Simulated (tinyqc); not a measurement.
# Changing the lattice thermal conductivity kappa_L

Model: single-band model of a thermoelectric material. Computed by tinyqc, a small Python program. Command: `OMP_NUM_THREADS=1 python tinyqc.py 3019935 3019936 out.jsonl thermo sweep`. One thread of a shared host (Intel(R) Xeon(R) Processor @ 2.30GHz), about 0.04 s of CPU time with the checks.

One spherical band, one scattering law, no minority carriers and no phonon drag. In a real material minority carriers limit |S| to about E_g/(2 e T), so larger values are formal. eta = E_F/(k_B T) is counted from the band edge; f = 1/(1 + exp(x - eta)).

Inputs (values chosen for the exercise, for a model material):
```
quantity                     value        unit
density-of-states mass m      0.61         m_0
non-parabolicity alpha         1.3        1/eV
mobility parameter mu_300      450  cm^2/(V s)
temperature exponent p         1.5           -
carrier density n          3.8e+18      1/cm^3
temperature T                  650           K
```

Band: Kane. Scattering: acoustic phonons, r = -0.5.

Constants: m_0 = 9.1093837015e-31 kg; k_B = 1.380649e-23 J/K; hbar = 1.054571817e-34 J s; k_B = 8.617333262e-05 eV/K; e = 1.602176634e-19 C.

Method:
- With x = E/(k_B T), a = alpha k_B T (0 for a parabolic band), G = x (1 + a x), D = 1 + 2 a x and <y> = int y f (1 - f) dx, f = 1/(1 + exp(x - eta)): tau = tau_0 G^r/D; transport function s = G^(3/2 + r)/D^2; n = N_0 <G^(3/2)> with N_0 = (2 m k_B T)^(3/2)/(3 pi^2 hbar^3).
- Integrals over x = E/(k_B T) use 160 Gauss-Legendre points in u = sqrt(x) from 0 to sqrt(max(eta, 0) + 32).
- Solve for eta.
- sigma = e mu_0 N_0 <s> with mu_0 = e tau_0/m = mu_300 (T/300 K)^(-p); |S| = (k_B/e)(<x s>/<s> - eta); Lorenz number L = (k_B/e)^2 (<x^2 s>/<s> - (<x s>/<s>)^2); kappa_e = L sigma T; zT = S^2 sigma T/(kappa_L + kappa_e).
- Quality factor B = (k_B/e)^2 e mu_0 N_0 T/kappa_L; zT and the power factor are maximised over eta between -8 and 30.

One run for each value; columns: (1) lattice thermal conductivity kappa_L (W/(m K)); (2) largest zT; (3) |S| at the largest zT (microvolt/K); (4) eta of the largest zT; (5) density of the largest zT (1/cm^3); (6) quality factor B:
```
(1)       (2)     (3)      (4)         (5)     (6)
0.23   1.6686  259.37  -1.1414  1.4354e+19  1.3608
0.44   1.0359  236.30  -0.8307  1.9029e+19  0.7113
0.85   0.6093  217.96  -0.5737  2.3889e+19  0.3682
1.60   0.3519  205.13  -0.3871  2.8072e+19  0.1956
3.20   0.1863  195.80  -0.2473  3.1608e+19  0.0978
6.20   0.0992  190.43  -0.1650  3.3862e+19  0.0505
12.00  0.0522  187.35  -0.1172  3.5230e+19  0.0261
23.00  0.0275  185.69  -0.0911  3.5997e+19  0.0136
45.00  0.0141  184.77  -0.0767  3.6428e+19  0.0070
```

Describe and explain the trends.

Over the rows, largest zT falls from 1.67 to 0.0141 (exponent d ln y / d ln x -0.73 between the first rows and -0.99 between the last); |S| at the largest zT (microvolt/K) falls from 259 to 185 (exponent d ln y / d ln x -0.14 between the first rows and -0.0074 between the last); eta of the largest zT rises from -1.14 to -0.0767 (exponent d ln y / d ln x -0.49 between the first rows and -0.26 between the last). At the high end the exponent of largest zT is -0.99, close to -1: at small B the best zT is proportional to B. A better material wants lighter doping: as B falls from 1.36 to 0.00696 the best eta moves from -1.14 to -0.08.

Caution (all rows): at so low a doping minority carriers, left out here, would cut S in a narrow-gap material.

Extremes, crossings and ranges named in words are read from the listed rows.
